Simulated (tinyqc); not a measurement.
Order-disorder in a binary alloy on two sublattices: Bragg-Williams and pair (quasi-chemical) approximations: one step, computed by the program tinyqc. Command: `OMP_NUM_THREADS=1 python tinyqc.py 3005658 3005659 out.jsonl order walk`. One thread of a shared host (Intel(R) Xeon(R) Processor @ 2.30GHz), about 0.01 s of CPU time with the checks.

All z = 4 neighbours of a site lie on the other sublattice. B fills the sublattices with x + eta/2 and x - eta/2; energies are per site, from the pure components: u = -z w y with y the probability of an A-B bond taken in one order.

Problem. Critical temperatures. Bragg-Williams: k_B T_c = 2 z w x (1 - x). Pair approximation at x = 1/2: k_B T_c = w/ln(z/(z - 2)).

Inputs (values chosen for the exercise, for a model alloy): ordering energy w = (e_AA + e_BB)/2 - e_AB = 11.9 meV; fraction x of B = 0.5.

Lattice: square (z = 4).

Constants: k_B = 8.617333262e-05 eV/K.

Give: T_c, Bragg-Williams; T_c, pair approximation at x = 1/2.

Solution.

T_c, Bragg-Williams = 276.2 K

T_c, pair approximation at x = 1/2 = 199.2 K

At x = 1/2 the pair value is 0.721 of the Bragg-Williams one; the ratio tends to 1 as z grows.
